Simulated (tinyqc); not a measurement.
Stress in a transistor channel from embedded alloy regions, liners and fins, by half-space elasticity: one step, computed by the program tinyqc. Command: `OMP_NUM_THREADS=1 python tinyqc.py 3030132 3030133 out.jsonl stressor walk`. One thread of a shared host (Intel(R) Xeon(R) Processor @ 2.30GHz), about 0.01 s of CPU time with the checks.

Plane strain in an isotropic half-space, the same constants everywhere; x along the channel from its centre, y downwards from the free surface; stress is positive in tension.

Problem. Closed form at the surface. At x = y = 0 the integral is s_xx = -(4/pi) [E e/(1 - nu)] [arctan(2 d/L) - arctan(d/(L/2 + S))].

Inputs (values chosen for the exercise, modelled on silicon):
```
quantity                   value  unit
Young's modulus E            160   GPa
Poisson ratio nu            0.25     -
channel length L              32    nm
length of each stressor S    185    nm
recess depth d                75    nm
```

Stressor: Si(1-x)Ge(x) source and drain.

misfit e = 0.020727

Give: s_xx at the surface.

Solution.

s_xx at the surface = -5650 MPa

For fixed L and S it is largest at d = sqrt((L/2)(L/2 + S)) = 56.7 nm; d is beyond that. Caution: at such misfit the regions may relax by dislocations, and linear elasticity is rough.
